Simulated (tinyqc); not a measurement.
Worked calculation: millisecond and nanosecond annealing: surface heating, thermal budget and solid-phase regrowth. Computed by tinyqc, a small Python program that keeps every step. Command: `OMP_NUM_THREADS=1 python tinyqc.py 3029838 3029839 out.jsonl flash walk`. One thread of a shared host (Intel(R) Xeon(R) Processor @ 2.30GHz), about 0.02 s of CPU time with the checks. Intermediate numbers are printed to about 6 digits and carried at full precision; extremes and crossings named in words are read from the listed rows.

A square pulse heats the surface of a thick wafer with constant thermal properties; losses by radiation are neglected and silicon melts at 1414 C.

Inputs (values chosen for the exercise, modelled on hot silicon with phosphorus):
```
quantity                      value        unit
incident fluence               47.1      J/cm^2
pulse length t_p             0.0072           s
reflectance R                  0.35           -
thermal conductivity k         0.24    W/(cm K)
heat capacity per volume c     2.23  J/(cm^3 K)
preheat temperature T0          700           C
wafer thickness d               775          um
dopant prefactor D0            5.26      cm^2/s
dopant activation energy E     3.65          eV
regrowth prefactor v0       3.9e+08        cm/s
regrowth energy E_v            2.69          eV
amorphous layer                  24          nm
```

Source: flash lamp.

Constants: k_B = 8.617333262e-05 eV/K.

## Peak temperature

Absorbed flux q = (1 - R) fluence/t_p; kappa = k/c. With f(z, t) = (2 q/k) sqrt(kappa t) ierfc(z/(2 sqrt(kappa t))), ierfc(x) = exp(-x^2)/sqrt(pi) - x erfc(x): T = T0 + f(z, t) during the pulse and T0 + f(z, t) - f(z, t - t_p) after it. At the surface the rise at the end of the pulse is 2 q sqrt(t_p/(pi k c)); the fluence that just melts the surface scales with (1414 - T0).

absorbed flux q = 4252.08 W/cm^2

kappa = 0.107623 cm^2/s

thermal length sqrt(kappa t_p) = 278.368 um

peak temperature = 1256.50 C

fluence at the melting threshold = 60.4302 J/cm^2

The heated layer is 36 % of the wafer thickness. Caution: heat reaches the back of the wafer, which is no longer thick.

## Temperature in depth and time

The formulas are those given above.

Temperature (C):
```
t/t_p  surface  z = 0.5 thermal lengths    z = 1    z = 2
0.10    875.98                   729.21  701.944  700.000
0.25    978.25                   798.46  724.785  700.482
0.50   1093.50                   895.10  782.180  708.375
0.75   1181.94                   974.96  841.042  725.965
1.00   1256.50                  1044.33  896.920  749.570
1.10   1107.68                  1040.72  916.378  760.041
1.50    988.07                   968.08  916.747  796.725
2.00    930.51                   920.55  893.281  814.790
4.00    849.11                   846.45  838.734  811.756
10.00   790.31                   789.71  787.959  781.273
```

One tenth of a pulse length after the end the surface has lost 149 C: cooling starts as sqrt(t - t_p), much faster than heating ends.

## Thermal budget

Temperatures in kelvin are T(C) + 273.15. Integrate exp(-E/(k_B T(t))) at the surface from 0 to 10 t_p (Gauss-Legendre, 60 points in sqrt(t) up to t_p and 60 in sqrt(t - t_p) after it). (Dt) = D0 x integral with E; regrowth = v0 x integral with E_v; effective time = integral/exp(-E/(k_B T_peak)).

budget (Dt) = 6.87771e-15 cm^2

diffusion length 2 sqrt(Dt) = 1.65864 nm

effective time over t_p = 0.192698

possible regrowth = 10294.3 nm

Only 19.3 % of the pulse counts at the peak; the estimate 2 k_B T_peak^2/(E (T_peak - T0)) gives 19.9 %. The amorphous layer of 24 nm regrows fully. Caution: equilibrium diffusivities are used; implant damage enhances diffusion, and k and c vary with temperature. Caution: the peak lies above 1150 C, and amorphous silicon melts some 200 to 250 K below the crystal, so a layer that has not regrown before the peak may melt instead. Caution: at this preheat temperature the layer would already regrow within five seconds or less before the pulse.

## Same peak temperature, different pulse lengths

For each t_p the flux is set so that the peak temperature stays the same: q sqrt(t_p) is fixed.

Pulses:
```
t_p (s)   fluence (J/cm^2)   q (W/cm^2)  thermal length (um)  2 sqrt(Dt) (nm)  regrowth (nm)
1.00e-07       1.75531e-01  1.14095e+06          1.03742e+00      6.18138e-03    1.42976e-01
1.00e-06       5.55079e-01  3.60801e+05          3.28060e+00      1.95472e-02    1.42976e+00
1.00e-05       1.75531e+00  1.14095e+05          1.03742e+01      6.18138e-02    1.42976e+01
1.00e-04       5.55079e+00  3.60801e+04          3.28060e+01      1.95472e-01    1.42976e+02
3.00e-04       9.61425e+00  2.08309e+04          5.68216e+01      3.38568e-01    4.28929e+02
1.00e-03       1.75531e+01  1.14095e+04          1.03742e+02      6.18138e-01    1.42976e+03
3.00e-03       3.04029e+01  6.58730e+03          1.79686e+02      1.07065e+00    4.28929e+03
1.00e-02       5.55079e+01  3.60801e+03          3.28060e+02      1.95472e+00    1.42976e+04
```

Fluence and diffusion length grow as sqrt(t_p), regrowth as t_p. The layer of 24 nm regrows from t_p = 0.0001 s on among these rows, at a diffusion length of 0.20 nm. Caution: amorphous silicon melts some 200 to 250 K below the crystal, which matters for the short pulses that reach the peak before regrowth. Caution: the shortest pulses need a source absorbed within their thermal length, and the longest also heat the back of the wafer, which the thick-wafer formula leaves out. Caution: seconds at the preheat temperature would regrow the layer before any pulse.

Checks made by the program: heat stored at the end of the pulse against the absorbed fluence (relative difference below 1e-10).
